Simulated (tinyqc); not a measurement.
Weibull analysis of times to dielectric breakdown, with area scaling: two steps of the calculation.

Breakdown times follow F(t) = 1 - exp(-(t/t63)^beta). The 11 times below were drawn at random from beta = 2.7, t63 = 300 s and are treated as data; all samples failed.

Inputs (values chosen for the exercise):
```
symbol,value,unit,meaning
A1,2300,um^2,area of a test capacitor
A2,4.5e5,um^2,gate area of the product
Fp,0.001,,allowed share of failed products
beta,2.7,,Weibull slope
```

Question 1. Median ranks and the Weibull scale. F_i = (i - 0.3)/(n + 0.4) for the sorted times, W_i = ln(-ln(1 - F_i)).

t, i 1 to 11 (s): 95.2  115  157  178  205  252  256  310  343  364  382

Wanted: F; W; ln t.

Answer 1.

```
i         F        W    ln t
1   0.06140  -2.7588  4.5560
2   0.14912  -1.8233  4.7449
3   0.23684  -1.3083  5.0562
4   0.32456  -0.9355  5.1818
5   0.41228  -0.6320  5.3230
6   0.50000  -0.3665  5.5294
7   0.58772  -0.1210  5.5452
8   0.67544   0.1180  5.7366
9   0.76316   0.3649  5.8377
10  0.85088   0.6434  5.8972
11  0.93860   1.0261  5.9454
```

Question 2. Scale parameter and projection to the product. t63 = (mean of t^beta)^(1/beta). Defects are spread at random, so -ln(1 - F) is proportional to the area: t63(A2) = t63 (A1/A2)^(1/beta), and the time to the share Fp is t63(A2) (-ln(1 - Fp))^(1/beta).

t, i 1 to 11 (s): 95.2  115  157  178  205  252  256  310  343  364  382
converged beta = 2.8313935

Wanted: t63; t63 of the product; time to Fp; decades lost against t63.

Answer 2.

t63 = 272.2 s
t63 of the product = 42.22 s
time to Fp = 3.682 s
decades lost against t63 = 1.869

The straight-line values give 1.61 s for the time to Fp and the values that made the data 3.29 s: with 11 samples beta is uncertain by about 0.78/sqrt(n) = 24 %, and the projection hangs on 1/beta.

Program tinyqc, `OMP_NUM_THREADS=1 python tinyqc.py 2070106 2070107 out.jsonl`; Intel Xeon 2.30GHz, shared host, one thread, about 0.01 s.
